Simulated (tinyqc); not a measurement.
Gain for each load and current direction: deformation-potential model of the L valleys of a conduction band.

Valleys with axes along [111], [1-1-1], [-11-1] and [-1-11], one whole valley each. Herring-Vogt shift of a valley with unit axis a: dE = Xd tr(e) + Xu a.e.a. Non-degenerate shares n_i = exp(-dE_i/kT)/sum_j exp(-dE_j/kT). Inverse mass tensor of a valley: (1 - a a)/mt + a a/ml; the masses are taken as independent of strain.

s11 = (C11 + C12)/((C11 - C12)(C11 + 2 C12)), s12 = -C12/((C11 - C12)(C11 + 2 C12)), s44 = 1/C44; exx = s11 sxx + s12 (syy + szz) and cyclic, exy = s44 sxy/2; tension is positive. A uniaxial stress X along the unit vector n is s_ij = X n_i n_j.

Constants: kB = 8.617333262e-05 eV/K.

Inputs chosen for the exercise (near those of Ge; the results hold for these values, not for the real material):

| symbol | value | unit | meaning |
|---|---|---|---|
| ml | 1.632 | m0 | longitudinal mass |
| mt | 0.08 | m0 | transverse mass |
| Xd | -6 | eV | dilation potential |
| Xu | 16.07 | eV | uniaxial potential |
| C11 | 130.7 | GPa |  |
| C12 | 47.5 | GPa |  |
| C44 | 66.1 | GPa |  |
| X1 | 1 | GPa | size of the stress |
| T | 300 | K | temperature |

Each load has the size X1. Gain m_c(0)/m_c - 1 in per cent from repopulation alone, m_c = 1/(u.M.u), M = sum_i n_i (inverse mass tensor); biaxial means sxx = syy.

Gain (%); + is tension, - compression:

| load | [100] | [010] | [001] | [110] | [1-10] | [111] |
|---|---|---|---|---|---|---|
| uniaxial [110] (+) | 0.0 | 0.0 | 0.0 | 42.5 | -42.5 | 28.4 |
| uniaxial [110] (-) | 0.0 | 0.0 | 0.0 | -42.5 | 42.5 | -28.4 |
| uniaxial [100] (+) | 0.0 | 0.0 | 0.0 | 0.0 | 0.0 | 0.0 |
| uniaxial [100] (-) | 0.0 | 0.0 | 0.0 | 0.0 | 0.0 | 0.0 |
| uniaxial [111] (+) | 0.0 | 0.0 | 0.0 | 15.2 | -15.2 | 30.3 |
| uniaxial [111] (-) | 0.0 | 0.0 | 0.0 | -43.7 | 43.7 | -87.4 |
| biaxial (001) (+) | 0.0 | 0.0 | 0.0 | 0.0 | 0.0 | 0.0 |
| biaxial (001) (-) | 0.0 | 0.0 | 0.0 | 0.0 | 0.0 | 0.0 |

How do the results move, and what explains it?

The largest gain is +43.7 %, for uniaxial [111] (-) with the current along [1-10]; for a [110] channel it is +42.5 %, under uniaxial [110] (+). No gain or loss appears under biaxial (001) and uniaxial [100]: the valleys stay equivalent.

(tinyqc, `OMP_NUM_THREADS=1 python tinyqc.py 1081043 1081044 out.jsonl`, Intel(R) Xeon(R) Processor @ 2.30GHz, 1 thread, shared host, about 0.02 s.)
